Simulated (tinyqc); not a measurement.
MOSFET in the linear regime without short-channel effects, parameter extraction from computed curves: extraction methods against the drawn gate length.

Inversion charge Q = Cox n Vt W0(exp((Vg - VT)/(n Vt))), W0 the Lambert function and n = nf; u = Q/Cox; mobility mu = mu0/(1 + th1 u + th2 u^2); channel resistance Rch = (L - dL)/(W mu Q); Id = Vd/(Rch + Rsd/W). Cox = eps0 eox/tox. Small Vd, no channel-length or drain effects.

From the continuous curve Id(Vg): tangent at peak gm (V_ext = Vg - Id/gm); constant current Id = 0.1 uA W/L; peak of d2Id/dVg2; Y = Id/sqrt(gm) drawn through Vg = VT + 0.6 and VT + 0.8 V, with intercept VT_Y and slope s. Mobilities gm,max L/(W Cox Vd) and s^2 L/(W Cox Vd) with the drawn L. Last column: share of Rsd/W in the total resistance at VT + 0.8 V.

Parameters, values chosen for the exercise; channel values of the order met in silicon transistors:
```
symbol,value,unit,meaning
T,300,K,temperature
eox,7.37,,relative permittivity of the gate insulator (close to silicon nitride)
tox,5.1,nm,insulator thickness
mu0,130,cm^2/(V s),low-field mobility
th1,0.72,1/V,first mobility attenuation factor
th2,0,1/V^2,second mobility attenuation factor
VT,0.23,V,threshold voltage
nf,1.1,,body factor
W,0.5,um,gate width
dL,0.019,um,drawn less effective length
Rsd,200,ohm um,source plus drain resistance
Vd,0.02,V,drain voltage
```

Constants: q = 1.602176634e-19 C, kB = 1.380649e-23 J/K, Vt = kB T/q, eps0 = 8.8541878128e-14 F/cm where lengths are in cm. Results are converted to the units shown.

Result of one run:

| L (um) | V_ext (V) | constant current (V) | second derivative (V) | VT_Y (V) | mobility from gm (cm^2/(V s)) | mobility from Y (cm^2/(V s)) | series share (%) |
|---|---|---|---|---|---|---|---|
| 1.2 | 0.229 | 0.262 | 0.221 | 0.274 | 90.0 | 121 | 1.30 |

What becomes of these results when the drawn gate length L is changed from 1.2 to 0.56 um, all else the same?

Result of the changed run:

| L (um) | V_ext (V) | constant current (V) | second derivative (V) | VT_Y (V) | mobility from gm (cm^2/(V s)) | mobility from Y (cm^2/(V s)) | series share (%) |
|---|---|---|---|---|---|---|---|
| 0.56 | 0.229 | 0.261 | 0.221 | 0.274 | 91.0 | 123 | 2.80 |

The whole series:

| L (um) | V_ext (V) | constant current (V) | second derivative (V) | VT_Y (V) | mobility from gm (cm^2/(V s)) | mobility from Y (cm^2/(V s)) | series share (%) |
|---|---|---|---|---|---|---|---|
| 0.03 | 0.203 | 0.216 | 0.211 | 0.274 | 161 | 324 | 58.7 |
| 0.062 | 0.218 | 0.244 | 0.218 | 0.274 | 111 | 171 | 26.6 |
| 0.13 | 0.225 | 0.254 | 0.220 | 0.274 | 97.8 | 139 | 12.3 |
| 0.27 | 0.227 | 0.259 | 0.221 | 0.274 | 93.0 | 128 | 5.85 |
| 0.56 | 0.229 | 0.261 | 0.221 | 0.274 | 91.0 | 123 | 2.80 |
| 1.2 | 0.229 | 0.262 | 0.221 | 0.274 | 90.0 | 121 | 1.30 |
| 2.4 | 0.230 | 0.262 | 0.221 | 0.274 | 89.6 | 120 | 0.651 |
| 5 | 0.230 | 0.263 | 0.221 | 0.274 | 89.4 | 119 | 0.312 |

The model has VT = 0.23 V and mu0 = 130 cm^2/(V s). Over the table the extracted thresholds move by 27 mV (tangent), 47 mV (constant current), 10 mV (second derivative), under 0.5 mV (Y function). The mobility from gm falls from 161 to 89.4 and that from Y falls from 324 to 119 cm^2/(V s).

Computed by the program tinyqc: `OMP_NUM_THREADS=1 python tinyqc.py 2210052 2210053 out.jsonl`, one thread of a shared Intel Xeon 2.30GHz, about 0.01 s for the whole run.
